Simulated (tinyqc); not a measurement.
What each oscillator parameter does: Lorentz oscillators and the Kramers-Kronig relations.

eps(E) = 1 + sum_j S_j/(E0_j^2 - E^2 - i G_j E).

n + i k = sqrt(eps1 + i eps2) with k >= 0; R = ((n - 1)^2 + k^2)/((n + 1)^2 + k^2) at normal incidence from vacuum; alpha = 2 E k/(hbar c), times 1e8 for 1/cm; loss function Im(-1/eps) = eps2/(eps1^2 + eps2^2).

Values chosen for the exercise (line positions loosely like those of SiC; Lorentz tails absorb below the gap, where the real solid is clear; not measured data):

| symbol | value | unit | meaning |
|---|---|---|---|
| E0 | (5.86, 7.37, 9.53) | eV | resonances |
| G | (0.91, 0.81, 2.3) | eV | widths |
| S | (60.4, 149, 111.3) | eV^2 | strengths |
| E | 10.55 | eV | photon energy |

At the energy E.

Results for these values:

| case | eps1 | eps2 | n | k | R |
|---|---|---|---|---|---|
| base | -4.591 | 3.158 | 0.701 | 2.254 | 0.649 |

What happens to each result for S = (60.4, 178.8, 111.3) eV^2, all else kept?

Answer: eps1 falls from -4.591 to -5.102; eps2 rises from 3.158 to 3.235; n falls from 0.701 to 0.685; k rises from 2.254 to 2.360; R rises from 0.649 to 0.674.

The same for each parameter in turn:

| case | eps1 | eps2 | n | k | R |
|---|---|---|---|---|---|
| base | -4.591 | 3.158 | 0.701 | 2.254 | 0.649 |
| E0 = (5.86, 7.739, 9.53) eV | -4.854 | 3.244 | 0.701 | 2.312 | 0.660 |
| G = (0.91, 1.215, 2.3) eV | -4.522 | 3.335 | 0.740 | 2.252 | 0.634 |
| S = (60.4, 178.8, 111.3) eV^2 | -5.102 | 3.235 | 0.685 | 2.360 | 0.674 |
| E = 11.078 eV | -3.946 | 2.059 | 0.502 | 2.049 | 0.689 |

Run: tinyqc, `OMP_NUM_THREADS=1 python tinyqc.py 1652158 1652159 out.jsonl`; Intel(R) Xeon(R) Processor @ 2.30GHz, one thread, shared host; about 0.1 s of CPU time with all checks.
